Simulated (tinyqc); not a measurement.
From results back to parameters: virtual-crystal alloy A(1-x)B(x) in sp3s* tight binding. Three cases, with inputs chosen for the exercise.

Problem. The direct gap at Gamma (from the lower root of [[Epa, Vxx], [Vxx, Epc]] to the lower of the upper roots of that block and of [[Esa, Vss], [Vss, Esc]]) was computed for a hidden composition.

Virtual crystal: a(x) = (1 - x) aA + x aB (Vegard); the six levels are averaged linearly; the seven couplings follow Harrison's rule, V(x) a(x)^2 = (1 - x) V_A aA^2 + x V_B aB^2. No spin-orbit coupling and no disorder. Gaps are measured from the top of the valence band at Gamma; the Delta value is the minimum on (kx,0,0) for kx from 0.5 to 1.

Find: x; a(x).

Case 1.

Values chosen (A near a published set for Si, B for Ge; such sets place X and L only to about 0.5 eV; not measured data): aA = 5.429 angstrom (lattice constant of A); aB = 5.656 angstrom (of B); pA = (-4.191, 1.716, -4.191, 1.716, 6.66, 6.66, -8.301, 1.718, 4.557, 5.743, 5.743, 5.362, 5.362) eV (order Esa, Epa, Esc, Epc, Exa, Exc, Vss, Vxx, Vxy, Vsapc, Vscpa, Vxapc, Vpaxc); pB = (-5.881, 1.611, -5.881, 1.611, 6.368, 6.368, -6.769, 1.616, 4.91, 5.471, 5.471, 5.225, 5.225) eV (the same for B).

direct gap = 1.83729 eV

Solution.

x = 0.699
a(x) = 5.588 angstrom

The gap runs from 3.4360 eV at x = 0 to 0.8930 eV at x = 1 and meets the target once; bisection on x finds it. A straight line between the ends would give x = 0.629; a large difference can come from a change of the lowest level at Gamma from s-like to p-like, a kink rather than bowing.

Case 2.

Values chosen (A near a published set for Ge, B for Si; such sets place X and L only to about 0.5 eV; not measured data): aA = 5.656 angstrom (lattice constant of A); aB = 5.426 angstrom (of B); pA = (-5.871, 1.613, -5.871, 1.613, 6.392, 6.392, -6.804, 1.606, 4.917, 5.473, 5.473, 5.205, 5.205) eV (order Esa, Epa, Esc, Epc, Exa, Exc, Vss, Vxx, Vxy, Vsapc, Vscpa, Vxapc, Vpaxc); pB = (-4.208, 1.709, -4.208, 1.709, 6.677, 6.677, -8.303, 1.714, 4.558, 5.711, 5.711, 5.391, 5.391) eV (the same for B).

direct gap = 2.19591 eV

Solution.

x = 0.409
a(x) = 5.562 angstrom

The gap runs from 0.9260 eV at x = 0 to 3.4280 eV at x = 1 and meets the target once; bisection on x finds it. A straight line between the ends would give x = 0.508; a large difference can come from a change of the lowest level at Gamma from s-like to p-like, a kink rather than bowing.

Case 3.

Values chosen (A near a published set for Si, B for Ge; such sets place X and L only to about 0.5 eV; not measured data): aA = 5.427 angstrom (lattice constant of A); aB = 5.657 angstrom (of B); pA = (-4.216, 1.717, -4.216, 1.717, 6.661, 6.661, -8.328, 1.71, 4.578, 5.734, 5.734, 5.358, 5.358) eV (order Esa, Epa, Esc, Epc, Exa, Exc, Vss, Vxx, Vxy, Vsapc, Vscpa, Vxapc, Vpaxc); pB = (-5.861, 1.609, -5.861, 1.609, 6.367, 6.367, -6.789, 1.612, 4.919, 5.481, 5.481, 5.216, 5.216) eV (the same for B).

direct gap = 3.10476 eV

Solution.

x = 0.307
a(x) = 5.498 angstrom

The gap runs from 3.4200 eV at x = 0 to 0.9310 eV at x = 1 and meets the target once; bisection on x finds it. A straight line between the ends would give x = 0.127; a large difference can come from a change of the lowest level at Gamma from s-like to p-like, a kink rather than bowing.

Computed by tinyqc, one run a case: `OMP_NUM_THREADS=1 python tinyqc.py N N+1 out.jsonl` with N = 1480010, 1480033, 1480067; one thread of a shared Intel(R) Xeon(R) Processor @ 2.30GHz, about 0.1 s a run at most.
